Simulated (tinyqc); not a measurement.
# Lossy on-chip transmission line with skin effect: line properties against frequency

A uniform line in a homogeneous dielectric: c = sqrt(er)/(c0 Z0), l = Z0 sqrt(er)/c0 (c0 = 299792458 m/s), g = w c td, w = 2 pi f. The resistance joins its limits as r = sqrt(r_dc^2 + r_hf^2), with r_dc = rho/(wd th), r_hf = kr rho/(2 delta (wd + th)), delta = sqrt(rho/(pi f mu0)), mu0 = 4 pi 1e-7 H/m; this is an interpolation, and internal inductance, up to 0.05 nH/mm at low frequency, is neglected.

gamma = sqrt((r + i w l)(g + i w c)) = alpha + i beta, Zc = sqrt((r + i w l)/(g + i w c)), roots with positive real part; loss 8.685889638 alpha in dB; phase velocity w/beta. ZL = 1/(1/RL + i w CL); reflection (ZL - Zc)/(ZL + Zc); Zin = Zc (ZL + Zc tanh(gamma len))/(Zc + ZL tanh(gamma len)); H = V_load/V_source = [Zin/(Zin + Rg)]/[cosh(gamma len) + (Zc/ZL) sinh(gamma len)].

Parameters, values chosen for the exercise:
- wd = 4.2 um (width of the strip)
- th = 0.74 um (thickness of the strip)
- rho = 2 uohm cm (resistivity)
- er = 4.2 (relative permittivity)
- td = 0.01 (loss tangent)
- Z0 = 45 ohm (lossless impedance sqrt(l/c))
- kr = 2 (factor for crowding and the return path)
- len = 0.62 mm (length)
- Rg = 25 ohm (source resistance)
- RL = 1000 ohm (load resistance)
- CL = 0 fF (load capacitance)

Line properties against frequency:
```
f (GHz)  r (ohm/mm)  r/(w l)  loss (dB/mm)  |Zc| (ohm)  phase velocity over c0  length in wavelengths  |H| (dB)
0.01         6.4375   333.06      0.048314      821.23                0.037944              5.4504e-4  -0.24825
0.03         6.4425   111.11      0.083466      474.33                0.065496              9.4727e-4  -0.24830
0.09         6.4576   37.122       0.14346      274.22                 0.11229              0.0016576  -0.24844
0.3          6.5100   11.227       0.25503      151.07                 0.19789              0.0031352  -0.24885
0.8          6.6331   4.2897       0.39187      94.441                 0.29801              0.0055518  -0.24912
2            6.9196   1.7900       0.54535      64.435                 0.39626               0.010438  -0.24586
7            8.0036  0.59155       0.75653      48.504                 0.46996               0.030804  -0.17389
20           10.301  0.26648        1.0233      45.777                 0.48406               0.085448   0.42655
60           15.347  0.13234        1.5901      45.195                 0.48704                0.25477    2.8519
```

r equals w l at 3.79 GHz: below it |Zc| and the delay grow as in an RC line, above it |Zc| tends to Z0 = 45 ohm and the velocity to 1/sqrt(er) = 0.488 c0. The loss goes as f^(0.50) between the first two rows and f^(0.40) between the last two. |H| is -0.248 dB in the first row and 2.85 dB in the last; between rows it can pass through resonances that the table doesn't show.

Program tinyqc, `OMP_NUM_THREADS=1 python tinyqc.py 2810116 2810117 out.jsonl`; Intel Xeon 2.30GHz, shared host, one thread, about 0.01 s.
